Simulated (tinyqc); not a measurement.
Band gaps under pressure and temperature from deformation potentials: one step. Pressures at which the valleys cross. Three cases, with inputs chosen for the exercise.

Problem. Two gaps meet at ln(V/V0) = -(E_i - E_j)/(a_i - a_j), with the gaps at T and P = 0; then P = (B0/Bp)(exp(-Bp ln(V/V0)) - 1). A dash marks expansion or a compression beyond ln(V/V0) = -0.3.

Murnaghan: V/V0 = (1 + Bp P/B0)^(-1/Bp), B0 = (C11 + 2 C12)/3. Each gap moves by a ln(V/V0) with its volume potential a, and falls with temperature by aV T^2/(T + bV) (Varshni); the two effects are added. No change of phase is considered.

Case 1.

Values chosen (near those of InAs, the X and L potentials typical of such crystals; shifted at random, so the results belong to these values and not to a real crystal):
- Eg = 0.417 eV (gap at Gamma to the s-like level at 0 K, 0 GPa)
- EgX = 1.453 eV (gap to X at 0 K, 0 GPa)
- EgL = 1.142 eV (gap to L at 0 K, 0 GPa)
- C11 = 82.9 GPa
- C12 = 45.5 GPa
- Bp = 4.2 (pressure derivative of the bulk modulus)
- aG = -6.14 eV (volume potential of the Gamma gap)
- aX = 1.93 eV (volume potential of the X gap)
- aL = -3.92 eV (volume potential of the L gap)
- aV = (0.275, 0.276, 0.281) meV/K (Varshni alpha of Gamma, X, L)
- bV = (99, 86, 89) K (Varshni beta of Gamma, X, L)
- T = 300 K (temperature)

Case 2.

Values chosen (near those of InAs, the X and L potentials typical of such crystals; shifted at random, so the results belong to these values and not to a real crystal):
- Eg = 0.414 eV (gap at Gamma to the s-like level at 0 K, 0 GPa)
- EgX = 1.443 eV (gap to X at 0 K, 0 GPa)
- EgL = 1.155 eV (gap to L at 0 K, 0 GPa)
- C11 = 84.3 GPa
- C12 = 44.7 GPa
- Bp = 3.86 (pressure derivative of the bulk modulus)
- aG = -6.13 eV (volume potential of the Gamma gap)
- aX = 1.49 eV (volume potential of the X gap)
- aL = -2.74 eV (volume potential of the L gap)
- aV = (0.285, 0.286, 0.268) meV/K (Varshni alpha of Gamma, X, L)
- bV = (95, 97, 96) K (Varshni beta of Gamma, X, L)
- T = 500 K (temperature)

Case 3.

Values chosen (near those of GaSb, the X and L potentials typical of such crystals; shifted at random, so the results belong to these values and not to a real crystal):
- Eg = 0.822 eV (gap at Gamma to the s-like level at 0 K, 0 GPa)
- EgX = 1.131 eV (gap to X at 0 K, 0 GPa)
- EgL = 0.882 eV (gap to L at 0 K, 0 GPa)
- C11 = 87.4 GPa
- C12 = 39.9 GPa
- Bp = 4.36 (pressure derivative of the bulk modulus)
- aG = -8.2 eV (volume potential of the Gamma gap)
- aX = 1.52 eV (volume potential of the X gap)
- aL = -2.82 eV (volume potential of the L gap)
- aV = (0.414, 0.489, 0.593) meV/K (Varshni alpha of Gamma, X, L)
- bV = (140, 94, 141) K (Varshni beta of Gamma, X, L)
- T = 300 K (temperature)

Give: Crossings.

Solution.

Case 1.

Crossings:
```
pair     E_i - E_j (eV)  ln(V/V0)  P (GPa)
Gamma-X         -1.0337   -0.1281     9.83
Gamma-L         -0.7220   -0.3252        -
L-X             -0.3117   -0.0533     3.46
```

The lowest valley changes at 9.83 GPa (Gamma to X). The real crystal changes phase near 7 GPa, so a crossing above that is not reached.

Case 2.

Crossings:
```
pair     E_i - E_j (eV)  ln(V/V0)  P (GPa)
Gamma-X         -1.0290   -0.1350    10.26
Gamma-L         -0.7483   -0.2207    20.17
L-X             -0.2807   -0.0663     4.38
```

The lowest valley changes at 10.26 GPa (Gamma to X). The real crystal changes phase near 7 GPa, so a crossing above that is not reached.

Case 3.

Crossings:
```
pair     E_i - E_j (eV)  ln(V/V0)  P (GPa)
Gamma-X         -0.2820   -0.0290     1.72
Gamma-L         -0.0237   -0.0044     0.25
L-X             -0.2583   -0.0595     3.79
```

The lowest valley changes at 0.25 GPa (Gamma to L) and 3.79 GPa (L to X).

Computed by tinyqc, one run a case: `OMP_NUM_THREADS=1 python tinyqc.py N N+1 out.jsonl` with N = 1080899, 1080951, 1081444; one thread of a shared Intel(R) Xeon(R) Processor @ 2.30GHz, about 0.01 s a run at most.
